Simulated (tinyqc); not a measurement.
Resistive crossbar, vector-matrix product with wire resistance: one step of the calculation.

2 rows and 2 columns. Cell (i, j) joins row node wij to column node bij. Each row is driven at its left end through one wire segment rw; neighbouring nodes along a row or a column are joined by rw; each column ends below the last row in one more rw and a virtual ground, where its current is read. Ideal output: I_j = sum_i V_i G_ij.

Task. The nodal equations. Kirchhoff current law at every node, A x = b: A holds the sum of the conductances at a node on the diagonal and minus the conductance between two nodes off it (wire conductance 1/rw); b = V_i/rw at the first node of row i.

Values chosen for this exercise:

| symbol | value | unit | meaning |
|---|---|---|---|
| rw | 10 | ohm | wire resistance between neighbouring cells |
| V | [0.12, 0.31] | V | input voltages of the rows |

cell conductances G (uS):
```
       column 1  column 2
row 1        78        98
row 2        75        56
```

Give: A; b.

Result.

A (uS):
```
          w11       w12       w21       w22       b11       b12       b21       b22
w11   2.001e5  -1.000e5         0         0    -78.00         0         0         0
w12  -1.000e5   1.001e5         0         0         0    -98.00         0         0
w21         0         0   2.001e5  -1.000e5         0         0    -75.00         0
w22         0         0  -1.000e5   1.001e5         0         0         0    -56.00
b11    -78.00         0         0         0   1.001e5         0  -1.000e5         0
b12         0    -98.00         0         0         0   1.001e5         0  -1.000e5
b21         0         0    -75.00         0  -1.000e5         0   2.001e5         0
b22         0         0         0    -56.00         0  -1.000e5         0   2.001e5
```

b (uA): w11 1.200e4, w12 0, w21 3.100e4, w22 0, b11 0, b12 0, b21 0, b22 0

Program tinyqc, `OMP_NUM_THREADS=1 python tinyqc.py 2880030 2880031 out.jsonl`; Intel Xeon 2.30GHz, shared host, one thread, about 0.02 s.
